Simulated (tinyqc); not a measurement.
Isotherms: adsorption as a lattice gas: isotherms with interactions, competition, desorption peaks and saturation dose. Computed by tinyqc, a small Python program. Command: `OMP_NUM_THREADS=1 python tinyqc.py 3008843 3008844 out.jsonl adsorb walk`. One thread of a shared host (Intel(R) Xeon(R) Processor @ 2.30GHz), about 0.2 s of CPU time with the checks.

One adsorbate per site; a molecule needs 1 empty site. Gas and surface have the same temperature.

Inputs (values chosen for the exercise, for a model surface):

| quantity | value | unit |
|---|---|---|
| desorption energy E | 1.43 | eV |
| prefactor nu | 8.7e+12 | 1/s |
| pair energy w (positive repels) | 0.024 | eV |
| neighbours z | 6 | - |
| site density N_s | 4.4 | 1/nm^2 |
| molecular mass M | 194 | u |
| sticking coefficient s0 | 0.0034 | - |
| temperature T | 604 | K |
| pressure p | 6.9 | Pa |
| blocking by a second gas, K_B p_B | 5.3 | - |

Adsorption: molecular (first order).

Constants: u = 1.6605390666e-27 kg; k_B = 1.380649e-23 J/K; k_B = 8.617333262e-05 eV/K.

Method. Flux F = p/sqrt(2 pi M k_B T); k_d = nu exp(-E/(k_B T)); s0 F (1 - theta) = N_s k_d theta, so y = s0 F/(N_s k_d), theta = y/(1 + y). With a second gas on the same sites theta = y/(1 + y + K_B p_B). With u = w/(k_B T). Mean field: theta/(1 - theta) = y exp(-z u theta). Quasi-chemical: theta/(1 - theta) = y [(r - 1 + 2 theta)(1 - theta)/((r + 1 - 2 theta) theta)]^(-z/2) exp(-z u/2), r = sqrt(1 - 4 theta (1 - theta)(1 - exp(-u))).

u = 0.461107

Coverage; the first column is ln y - z u/2:

| ln y - z u/2 | no interaction | mean field | quasi-chemical |
|---|---|---|---|
| -5.0 | 0.02617 | 0.02450 | 0.02479 |
| -3.0 | 0.16566 | 0.12361 | 0.12783 |
| -2.0 | 0.35054 | 0.22472 | 0.23197 |
| -1.0 | 0.59467 | 0.35476 | 0.36085 |
| -0.5 | 0.70751 | 0.42643 | 0.42987 |
| 0.0 | 0.79952 | 0.50000 | 0.50000 |
| 0.5 | 0.86799 | 0.57357 | 0.57013 |
| 1.0 | 0.91555 | 0.64524 | 0.63915 |
| 2.0 | 0.96718 | 0.77528 | 0.76803 |
| 3.0 | 0.98767 | 0.87639 | 0.87217 |
| 5.0 | 0.99831 | 0.97550 | 0.97521 |

What follows from these numbers?

At half coverage the slope d theta/d ln y is 1/4 without interaction, 1/(4 + z u) = 0.148 in mean field and 0.141 in the pair theory, 1/[4 + 2 z (exp(u/2) - 1)]. Repulsion spreads the filling over a wider range of pressure; the two theories differ by at most 0.0073 in these rows.
